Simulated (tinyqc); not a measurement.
Energy and delay of logic against supply voltage: course of the iteration.

One expression serves below and above threshold: I(Vg) = Ik [ln(1 + exp((Vg - VT + dd V)/(al nf Vt)))]^al, with I_on = I(V) and I_off = I(0). Gate delay td = kd C V/I_on, clock period LD td. Per gate and cycle the switching energy is act C V^2 and the leakage energy I_off V LD td. No short-circuit current, no variation. Minima are sought above 0.09 V; below a few Vt gates no longer switch and the model has no meaning.

Start: V = 0.25 V.

Minimum-energy supply: E(V) is the energy per gate and cycle; with h = 0.001 V, E' = (E(V + h) - E(V - h))/(2 h), E'' = (E(V - h) - 2 E(V) + E(V + h))/h^2, V(new) = V - E'/E''.

Stop when the step is below 1e-9 V, or after 40 iterations.

Parameters, values chosen for the exercise; values of the order met in logic technologies:
- T = 300 K (temperature)
- VT = 0.42 V (threshold voltage at zero drain bias)
- nf = 1.24 (slope factor)
- dd = 0.05 (barrier lowering per volt of supply)
- Ik = 1.9 uA (specific current of a gate)
- al = 1.47 (exponent of the current law)
- C = 0.39 fF (load capacitance of a gate)
- kd = 0.8 (delay factor)
- LD = 20 (logic depth)
- act = 0.05 (activity factor)

Constants: q = 1.602176634e-19 C, kB = 1.380649e-23 J/K, Vt = kB T/q. Results are converted to the units shown.

Course of the iteration:
```
iteration  V before the step (V)  step (V)
1                           0.25   -0.0504
2                       0.199632    0.0111
3                       0.210756   8.49e-4
4                       0.211605   4.73e-6
5                       0.211610  1.02e-10
```

Did this iteration meet its convergence test, and what does its course show?

Yes. Converged in 5 iterations. There leakage makes up 30.5 % of the energy and the clock runs at 2.97 MHz.

Computed by the program tinyqc: `OMP_NUM_THREADS=1 python tinyqc.py 2082184 2082185 out.jsonl`, one thread of a shared Intel Xeon 2.30GHz, about 0.01 s for the whole run.
